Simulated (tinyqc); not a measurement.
# An infinitely deep well in a field (quantum-confined Stark shift), Airy functions: what changes with what

Hard walls at x = -L/2 and +L/2; between them U(x) = -F x (eV, zero at the centre). C = hbar^2/(2 m0), e = (C F^2/m1)^(1/3), z1 = (F L/2 - E)/e at the left wall and z2 = (-F L/2 - E)/e at the right wall. Levels are the roots of D(E) = Ai(z1) Bi(z2) - Ai(z2) Bi(z1).

Inputs (values chosen for the exercise):
- m1 = 0.079 m0 (mass)
- L = 6.4 nm (well width)
- F = 0.034 V/nm (field)

Constants: q = 1.602176634e-19 C, hbar = 1.054571817e-34 J s, m0 = 9.1093837015e-31 kg, hbar^2/(2 m0) = 0.0380998212 eV nm^2. Results are converted to the units shown.

Each table varies one quantity; the others keep the values above.

## The Stark shift against mass

Exact shifts E_n(F) - E_n(0) from the roots of D; <x> = -dE_1/dF. E_n(0) = C (n pi/L)^2/m1; second-order shift m1 F^2 L^4 (1 - 15/(pi n)^2)/(48 C pi^2 n^2).

The Stark shift against mass:
columns A: m1 (m0); B: F L/E_1(0); C: shift of level 1 (meV); D: second order, 1 (meV); E: shift of level 2 (meV); F: second order, 2 (meV); G: <x> of level 1 (nm)
```
A           B       C       D       E       F       G
0.039  0.9244  -2.175  -2.178  0.6461  0.6496  0.1277
0.049   1.161  -2.730  -2.737  0.8092  0.8162  0.1601
0.061   1.446  -3.393  -3.407   1.003   1.016  0.1988
0.076   1.801  -4.218  -4.245   1.240   1.266  0.2466
0.094   2.228  -5.200  -5.250   1.517   1.566  0.3030
0.12    2.844  -6.600  -6.703   1.899   1.999  0.3824
0.15    3.555  -8.181  -8.378   2.308   2.498  0.4703
0.18    4.266  -9.721  -10.05   2.677   2.998  0.5538
0.23    5.452  -12.18  -12.85   3.194   3.831  0.6824
```

What does the table show?

The shift of level 1 falls from -2.17 to -12.2 meV, as m1^(1.00) between the first two rows and m1^(0.92) between the last two (second order: power 1). Second order is 0.17 % above it in size in the first row and 5.4 % above it in the last. The shift of level 2 rises from 0.646 to 3.19 meV.

## The Stark shift against well width

Same model as above.

The Stark shift against well width:
columns A: L (nm); B: F L/E_1(0); C: shift of level 1 (meV); D: second order, 1 (meV); E: shift of level 2 (meV); F: second order, 2 (meV); G: <x> of level 1 (nm)
```
A         B        C        D        E        F         G
2.8  0.1568  -0.1617  -0.1617  0.04820  0.04821  0.009509
3.8  0.3920  -0.5482  -0.5484   0.1634   0.1635   0.03224
4.7  0.7416   -1.282   -1.283   0.3814   0.3827   0.07533
5.7   1.323   -2.767   -2.776   0.8187   0.8279    0.1622
6.6   2.054   -4.950   -4.991    1.449    1.488    0.2888
7.6   3.136   -8.612   -8.775    2.460    2.617    0.4974
8.5   4.387   -13.25   -13.73    3.633    4.094    0.7536
9.5   6.124   -20.07   -21.42    5.090    6.388     1.112
```

What does the comparison show?

The shift of level 1 falls from -0.162 to -20.1 meV, as L^(4.00) between the first two rows and L^(3.73) between the last two (second order: power 4). Second order is within 0.01 % of it in size in the first row and 6.7 % above it in the last. The shift of level 2 rises from 0.0482 to 5.09 meV.

Numbers from tinyqc (`OMP_NUM_THREADS=1 python tinyqc.py 2580107 2580108 out.jsonl`; about 0.03 s on one thread of a shared Intel Xeon 2.30GHz).
